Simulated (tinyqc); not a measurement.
# Doping from the body effect

Inverse problem. The threshold of a long MOSFET, counted against the source, shifts by gamma (sqrt(2 phiF + Vsb) - sqrt(2 phiF)) with gamma = sqrt(2 eps0 eps_r q N)/Cox. Find 2 phiF, gamma and N from two shifts.

Values chosen for this exercise:
```
symbol  value  unit                meaning
eps_r    11.9        relative permittivity
```

Constants: q = 1.602176634e-19 C, eps0 = 8.8541878128e-14 F/cm where lengths are in cm. Results are converted to the units shown.

|VT - VT(0)| at source-body biases 0.6 and 2.2 V (V): 0.033377323  0.093189257
Cox = 0.31392120 uF/cm^2

Solution. The ratio of the shifts depends on 2 phiF alone and rises steadily with it, so it fixes 2 phiF; either shift then gives gamma, and gamma gives N.

2 phiF = 0.5842 V
gamma = 0.1031 V^0.5
N = 3.100e15 cm^-3

tinyqc, about 0.01 s, one thread, Intel Xeon 2.30GHz (shared host): `OMP_NUM_THREADS=1 python tinyqc.py 2060057 2060058 out.jsonl`
